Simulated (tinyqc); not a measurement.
# Holstein polaron on two sites, step by step

A worked calculation. Computed by tinyqc, a small Python program that keeps every step. Command: `OMP_NUM_THREADS=1 python tinyqc.py 3019983 3019984 out.jsonl holstein walk`. One thread of a shared host (Intel(R) Xeon(R) Processor @ 2.30GHz), about 0.01 s of CPU time with the checks. Intermediate numbers are printed to about 6 digits and carried at full precision; extremes and crossings named in words are read from the listed rows.

One electron on sites 1 and 2: H = -t (c1+ c2 + c2+ c1) + hbar omega sum_i b_i+ b_i - g hbar omega sum_i n_i (b_i + b_i+). The symmetric phonon shifts the energy by -g^2 hbar omega/2 and drops out; with b = (b_1 - b_2)/sqrt(2) there remains H = -t sigma_x + hbar omega b+ b - (g hbar omega/sqrt(2)) sigma_z (b + b+). Parity splits it into blocks p = +1 and -1 over phonon numbers n. Zero-point energies are left out. Weights Z refer to mode b alone; the displaced symmetric mode multiplies the full zero-phonon weight by exp(-g^2/2).

Inputs (values chosen for the exercise, for a model dimer):
```
quantity                  value  unit
hopping t                     8   meV
phonon energy hbar omega   23.2   meV
coupling g                0.914     -
phonon levels kept N          4     -
```

## Energy scales

Polaron binding energy E_p = g^2 hbar omega; ratio E_p/t (the adiabatic potential has two wells when it exceeds 1); adiabaticity hbar omega/t.

E_p = 19.3812 meV

E_p/t = 2.42265

hbar omega/t = 2.9

## The even block in a small basis

Block p: H_nn = n hbar omega - p t (-1)^n - g^2 hbar omega/2, H_(n,n+1) = -(g hbar omega/sqrt(2)) sqrt(n + 1). Take p = +1 and n = 0..N-1.

H, even block (meV):
```
          1         2         3         4
1  -17.6906  -14.9941    0.0000    0.0000
2  -14.9941   21.5094  -21.2048    0.0000
3    0.0000  -21.2048   28.7094  -25.9705
4    0.0000    0.0000  -25.9705   67.9094
```

## Levels in the small basis

Diagonalise H; the eigenvector has its largest component positive; Z is the weight of n = 0.

levels (meV): -24.0049  3.0060  38.9158  82.5208

lowest eigenvector: 0.905668  0.381396  0.178230  0.050359

Z in the small basis = 0.820235

## Converged results

Use 60 levels in both blocks; Z = c_0^2 is the weight of n = 0 in the ground state c; the splitting is the lowest odd level less the lowest even one, which without coupling is the smaller of 2t and hbar omega; <sigma_x> = sum (-1)^n c_n^2 measures the kinetic energy.

ground-state energy = -24.0338 meV

weight Z of n = 0 in mode b = 0.816906

mean phonon number in b = 0.224129

splitting = 6.52162 meV

splitting/(2t) = 0.407601

<sigma_x> = 0.700890

The small basis misses the ground-state energy by 0.0289 meV. Mode b stays mostly in its zero-phonon state.

## Approximations to the ground state

Second order: E = -t - E_p/2 - (E_p/2) hbar omega/(hbar omega + 2t). Lang-Firsov: E = -E_p - t exp(-g^2). Variable displacement: E(x) = -E_p/2 - t exp(-g^2 x^2) - (E_p/2)(2x - x^2), minimised over 0 <= x <= 1. Adiabatic, classical lattice: E = -E_p/2 - t for E_p < t, else -E_p - t^2/(2 E_p); it leaves out the change of zero-point energy.

Ground-state energy (meV):
```
method                        E  E - exact
second order in g      -23.4258    0.60797
Lang-Firsov            -22.8508    1.18301
variable displacement  -23.8255    0.20833
adiabatic, classical   -21.0323    3.00154
```

best displacement x = 0.68118

Closest here is variable displacement (+0.21 meV), furthest adiabatic, classical (+3.00 meV), at hbar omega/t = 2.90 and E_p/t = 2.42. Lang-Firsov and variable displacement are variational and lie above the exact value. The Lang-Firsov narrowing exp(-g^2) = 0.434 compares with the exact splitting ratio 0.408.

Checks made by the program: 60 against 80 levels (relative difference below 1e-10); Hellmann-Feynman: dE/dt = -<sigma_x> (relative difference 5e-10).
